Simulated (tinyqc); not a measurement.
Tight binding, honeycomb lattice, step by step. One step of it, computed by the program tinyqc.

Problem. Bloch Hamiltonian at k. H_AB = -t1 (1 + exp(-i k.a1) + exp(-i k.a2)); H_AA = delta - 2 t2 sum cos(k.b + phi), H_BB = -delta - 2 t2 sum cos(k.b - phi), b = a1, a2 - a1, -a2.

Parameters chosen for this model:
```
parameter     value                        unit
t1         0.920000                 eV, nearest
t2         0.050000       eV, second neighbours
phi        1.570000  rad, phase of t2 (Haldane)
delta             0          eV, +/- on A and B
```

k point k (fractions of the reciprocal vectors): 0.420000  0.040000

Give: H(k) at k.

Solution.

H(k) at k (eV):
```
                 A                B
A          -0.0451  -1.0049+0.6720i
B  -1.0049-0.6720i           0.0452
```
